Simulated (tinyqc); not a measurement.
Off-state leakage of single and stacked transistors: two steps of the calculation.

n-channel devices of unit width. Subthreshold current I(Vg, Vs, Vd) = I0 (T/300 K)^0.5 exp[(Vg - Vs - VT(T) - gb (Vs - Vb) + dd (Vd - Vs))/(nf Vt)] (1 - exp(-(Vd - Vs)/Vt)), VT(T) = VT - cT (T - 300 K). Gate-edge tunnelling Ig (Vd/1 V) exp(ag (Vd - 1 V)), for a gate at 0 V, and band-to-band leakage Ab u exp(-Bb/u), u = Vd - Vb + 1 V, flow at a drain held at V; both are taken as independent of T. In a stack of off transistors (all gates at 0 V) the same subthreshold current passes through each.

Values chosen for this exercise; values of the order met in bulk silicon logic transistors:

| symbol | value | unit | meaning |
|---|---|---|---|
| T | 300 | K | temperature |
| V | 0.9 | V | supply voltage |
| VT | 0.48 | V | threshold at 300 K, zero drain and body bias |
| cT | 0.8 | mV/K | fall of the threshold with temperature |
| I0 | 0.42 | uA/um | current at threshold at 300 K |
| nf | 1.29 |  | slope factor |
| dd | 0.16 |  | drain-induced lowering per volt |
| gb | 0.23 |  | rise of the threshold per volt of source-body bias |
| Ig | 4e-5 | uA/um | gate-edge tunnelling current at 1 V |
| ag | 3.3 | 1/V | exponential slope of the gate current |
| Ab | 1 | uA/(um V) | prefactor of band-to-band leakage at the drain |
| Bb | 27 | V | its exponential voltage |
| Vb | -0.6 | V | body voltage |

Constants: q = 1.602176634e-19 C, kB = 1.380649e-23 J/K, Vt = kB T/q. Results are converted to the units shown.

Question 1. Leakage of one transistor. Vg = Vs = 0, Vd = V; effective threshold VT(T) - gb Vb - dd V.

Find: effective threshold; parts; total; shares.

Answer 1.

effective threshold = 0.4740 V
parts (nA/um): subthreshold 2.822e-4, gate edge 0.02588, band-to-band 0.05100
total = 0.07716 nA/um
shares (%): subthreshold 0.3657, gate edge 33.54, band-to-band 66.09

The band-to-band part is the largest.

Question 2. New Vx. Stack of two, Vx the node between them: I_low = I(0, 0, Vx), I_up = I(0, Vx, V), f = ln(I_up/I_low), f' = -(1 + gb + 2 dd)/(nf Vt) - 1/(Vt (exp(Vx/Vt) - 1)) - 1/(Vt (exp((V - Vx)/Vt) - 1)), Vx(new) = Vx - f/f'.

Vx at the start = 0.093 V

Find: I_low; I_up; f; f'; Vx after iteration 1.

Answer 2.

I_low = 5.714e-6 nA/um
I_up = 5.849e-6 nA/um
f = 0.02328
f' = -47.57 1/V
Vx after iteration 1 = 0.09349 V

Computed by the program tinyqc: `OMP_NUM_THREADS=1 python tinyqc.py 2242085 2242086 out.jsonl`, one thread of a shared Intel Xeon 2.30GHz, about 0.03 s for the whole run.
